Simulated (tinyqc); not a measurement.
# Electron mobility in a silicon inversion layer, empirical terms and Matthiessen rule: several studies

Inversion layer of sheet density Ns on a uniformly doped body. The mobility terms are empirical power laws with prefactors chosen for the exercise; adding their inverses (Matthiessen) is itself an approximation.

Values chosen for this exercise; material values close to those of silicon:

| symbol | value | unit | meaning |
|---|---|---|---|
| T | 293 | K | temperature |
| Eg | 1.11 | eV | band gap |
| eps_r | 11.7 |  | relative permittivity of the semiconductor |
| Nc | 2.7e19 | cm^-3 | conduction-band density of states at T |
| Nv | 2.54e19 | cm^-3 | valence-band density of states at T |
| Nb | 8.2e16 | cm^-3 | body doping |
| Vsb | 1 | V | reverse body bias |
| eta | 0.5 |  | weight of the inversion charge in the effective field |
| Ap | 396 | cm^2/(V s) | phonon-limited mobility at 1 MV/cm and 300 K |
| As | 1080 | cm^2/(V s) | roughness-limited mobility at 1 MV/cm |
| gs | 2 |  | exponent of the roughness term |
| Ac | 1800 | cm^2/(V s) | Coulomb prefactor |
| Nit | 1.7e12 | cm^-2 | charge at the interface |
| Ns | 4.1e12 | cm^-2 | inversion density |

Constants: q = 1.602176634e-19 C, kB = 1.380649e-23 J/K, Vt = kB T/q, eps0 = 8.8541878128e-14 F/cm where lengths are in cm. Results are converted to the units shown.

Each table varies one quantity; the others keep the values above.

## Universality: two dopings at the same effective field

ni = sqrt(Nc Nv) exp(-Eg/(2 Vt)), Eg in volts; Ndep = sqrt(2 eps0 eps_r Nb (2 Vt ln(Nb/ni) + Vsb)/q); E = q (Ndep + eta Ns)/(eps0 eps_r), in MV/cm. With t = T/(300 K): muC = Ac (Ns/1e12 cm^-2) t/(Nb/1e17 cm^-3 + Nit/1e11 cm^-2), muP = Ap E^(-1/3) t^(-1.75), muS = As E^(-gs); 1/mu is the sum of the inverses. For each E, Ns is chosen to give that field on bodies with Nb = 1e16 and 8.2e16 cm^-3; the last column leaves out muC.

Result of one run:
columns A: E (MV/cm); B: Ns, light body (cm^-2); C: mu, light (cm^2/(V s)); D: Ns, heavy body (cm^-2); E: mu, heavy (cm^2/(V s)); F: without muC (cm^2/(V s))
```
A             B      C         D      E      F
0.383  4.012e12  231.5  2.175e12  152.5  527.6
```

What becomes of these results when the effective field E is changed from 0.383 to 0.496 MV/cm, all else the same?

Result of the changed run:
columns A: E (MV/cm); B: Ns, light body (cm^-2); C: mu, light (cm^2/(V s)); D: Ns, heavy body (cm^-2); E: mu, heavy (cm^2/(V s)); F: without muC (cm^2/(V s))
```
A             B      C         D      E      F
0.496  5.473e12  254.9  3.637e12  202.7  466.0
```

The whole series:
columns A: E (MV/cm); B: Ns, light body (cm^-2); C: mu, light (cm^2/(V s)); D: Ns, heavy body (cm^-2); E: mu, heavy (cm^2/(V s)); F: without muC (cm^2/(V s))
```
A             B      C         D      E      F
0.228  2.007e12  156.9  1.709e11  16.44  654.3
0.295  2.874e12  196.9  1.037e12  87.22  590.5
0.383  4.012e12  231.5  2.175e12  152.5  527.6
0.496  5.473e12  254.9  3.637e12  202.7  466.0
0.643  7.374e12  263.6  5.538e12  232.3  404.2
0.833  9.831e12  255.6  7.995e12  238.6  342.2
1.08   1.302e13  231.9  1.119e13  223.6  280.4
1.4    1.716e13  196.4  1.533e13  192.8  221.0
```

The heavily doped body has 0.105 of the mobility of the light one in the first row and 0.982 in the last; there they lie 13 % below and 11 % below the curve without Coulomb scattering, which depends on E alone. The heavy body leaves that curve at low E because its field comes mostly from depletion charge and few carriers screen.

## Effect of the charge at the interface

Same model as above.

The same in every row: E (MV/cm) = 0.5318; muP (cm^2/(V s)) = 509.4; muS (cm^2/(V s)) = 3818.

Effect of the charge at the interface:
```
Nit (cm^-2)  muC (cm^2/(V s))  mu (cm^2/(V s))
1e10                     7835            425.0
3.2e10                   6323            419.6
1e11                     3960            403.6
3.2e11                   1793            359.4
1e12                    666.2            268.4
3.2e12                  219.6            147.5
1e13                    71.49            61.68
```

Read the table: what changes, and by how much?

As Nit goes from 1e10 to 1e13 cm^-2, E stays at 0.532 MV/cm and mu falls from 425 to 61.7 cm^2/(V s). The smallest term is the phonon one in the first row and the Coulomb one in the last.

## Effect of the body doping

Same model as above.

Effect of the body doping:
```
Nb (cm^-3)  E (MV/cm)  muC (cm^2/(V s))  muP (cm^2/(V s))  muS (cm^2/(V s))  mu (cm^2/(V s))
2e16           0.4210             419.1             550.6              6093            229.0
4.4e16         0.4730             413.3             529.7              4827            221.5
9.7e16         0.5512             401.1             503.3              3555            210.0
2.1e17         0.6652             377.4             472.8              2440            193.2
4.7e17         0.8436             332.2             436.8              1518            167.8
1e18            1.093             267.0             400.7             904.5            136.1
2.3e18          1.506             180.2             360.0             476.1            95.90
5e18            2.087             107.6             322.9             247.9            60.88
```

What does the comparison show?

As Nb goes from 2e16 to 5e18 cm^-3, E rises from 0.421 to 2.09 MV/cm and mu falls from 229 to 60.9 cm^2/(V s). The Coulomb term is the smallest in the first and the last row. For Nb = 2.3e18 to 5e18 cm^-3 E passes 1.5 MV/cm, beyond the usual range of such laws.

Computed by the program tinyqc: `OMP_NUM_THREADS=1 python tinyqc.py 2510112 2510113 out.jsonl`, one thread of a shared Intel Xeon 2.30GHz, about 0.01 s for the whole run.
